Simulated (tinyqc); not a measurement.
Raman line shape of confined optical phonons and breathing modes of small crystals: one step, computed by the program tinyqc. Command: `OMP_NUM_THREADS=1 python tinyqc.py 3026708 3026709 out.jsonl confine walk`. One thread of a shared host (Intel(R) Xeon(R) Processor @ 2.30GHz), about 0.02 s of CPU time with the checks.

Confinement in 1 direction(s) lets phonons with q away from zero scatter light. q is in units of 2 pi/a, from 0 to 1, and the branch is isotropic: omega(q)^2 = (omega_0^2 + omega_X^2)/2 + ((omega_0^2 - omega_X^2)/2) cos(pi q). The model and its constant beta are phenomenological; beta = 8 is the common choice.

Task: Range of wave vectors. Weight W(q) = q^0 exp(-(2 L q/a)^2/(2 beta)) dq, that is exp(-k^2 L^2/(2 beta pi^2)) for k = 2 pi q/a. Width q_c = a sqrt(2 beta)/(2 L), where the exponential falls to 1/e; curvature of the branch: omega(q) = omega_0 - c q^2, c = pi^2 (omega_0^2 - omega_X^2)/(8 omega_0); for small q_c the mean of q^2 is (number of confined directions) q_c^2/2, and the mean shift is -c times that.

Inputs (values chosen for the exercise, modelled on silicon):
```
quantity,value,unit
bulk frequency omega_0,520.8,1/cm
frequency at the zone boundary omega_X,431,1/cm
lattice constant a,5.431,angstrom
size L,14,nm
confinement constant beta,8,-
```

Shape: film.

Give: q_c; curvature c; mean shift, quadratic estimate; omega(q_c) - omega_0.

Result:

q_c = 0.07759 2 pi/a

curvature c = 202.5 1/cm

mean shift, quadratic estimate = -0.6094 1/cm

omega(q_c) - omega_0 = -1.214 1/cm
